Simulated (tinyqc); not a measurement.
## Band offsets from two capacitances

Question. A p-n heterojunction (1: p-type, 2: n-type) in the depletion approximation obeys 1/C^2 = 2 (er1 N1 + er2 N2)(Vbi - V)/(q eps0 er1 er2 N1 N2), with Vbi = dEc + Eg1 - Vt ln(Nc2 Nv1/(N1 N2)), dEc = Ec2 - Ec1 and dEv = Eg2 - Eg1 - dEc. Find N2, Vbi, dEc and dEv.

Inputs (values chosen for the exercise); band and dielectric values close to those of CdS and CdTe: temperature T = 400 K; band gap of material 1 Eg1 = 2.4 eV; relative permittivity of material 1 er1 = 8.92; valence-band density of states of material 1 Nv1 = 2.79e19 cm^-3; band gap of material 2 Eg2 = 1.49 eV; relative permittivity of material 2 er2 = 10.4; conduction-band density of states of material 2 Nc2 = 1.24e18 cm^-3; acceptor density of material 1 N1 = 9.3e17 cm^-3.

Constants: q = 1.602176634e-19 C, kB = 1.380649e-23 J/K, Vt = kB T/q, eps0 = 8.8541878128e-14 F/cm where lengths are in cm. Results are converted to the units shown.

C at V = 0 and -3.6 V (nF/cm^2): [17.422214, 10.781230]

Answer. The slope of 1/C^2 against -V is (2/(q eps0)) (1/(er2 N2) + 1/(er1 N1)), which gives N2; the intercept is Vbi, and the offsets follow.

N2 = 9.30e15 cm^-3
Vbi = 2.23 V
dEc = 0.120 eV
dEv = -1.03 eV

Numbers from tinyqc (`OMP_NUM_THREADS=1 python tinyqc.py 2040172 2040173 out.jsonl`; about 0.07 s on one thread of a shared Intel Xeon 2.30GHz).
